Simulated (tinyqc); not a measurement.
Order-disorder in a binary alloy on two sublattices: Bragg-Williams and pair (quasi-chemical) approximations: one step, computed by the program tinyqc. Command: `OMP_NUM_THREADS=1 python tinyqc.py 3005658 3005659 out.jsonl order walk`. One thread of a shared host (Intel(R) Xeon(R) Processor @ 2.30GHz), about 0.01 s of CPU time with the checks.

All z = 4 neighbours of a site lie on the other sublattice. B fills the sublattices with x + eta/2 and x - eta/2; energies are per site, from the pure components: u = -z w y with y the probability of an A-B bond taken in one order.

Question. Short-range order at the Bragg-Williams T_c. Quasi-chemical disordered state, with T here the Bragg-Williams T_c and not the input T: y^2/[(1 - x - y)(x - y)] = exp(2 w/(k_B T)) =: E, so y = 2 x (1 - x)/(1 + r), r = sqrt(1 - 4 x (1 - x)(1 - 1/E)); Warren-Cowley alpha = 1 - y/(x (1 - x)); u = -z w y.

Inputs (values chosen for the exercise, for a model alloy): ordering energy w = (e_AA + e_BB)/2 - e_AB = 11.9 meV; fraction x of B = 0.5.

Lattice: square (z = 4).

T_c, Bragg-Williams = 276.1875 K

Constants: k_B = 8.617333262e-05 eV/K.

Give: bond probability y; alpha of the disordered state at the Bragg-Williams T_c; energy of the disordered state.

Answer.

bond probability y = 0.31123

alpha of the disordered state at the Bragg-Williams T_c = -0.24492

energy of the disordered state = -14.815 meV/site

Short-range order already holds 24 % of the full ordering energy z w x^2, counted from the random alloy at -z w x (1 - x); Bragg-Williams puts none there.
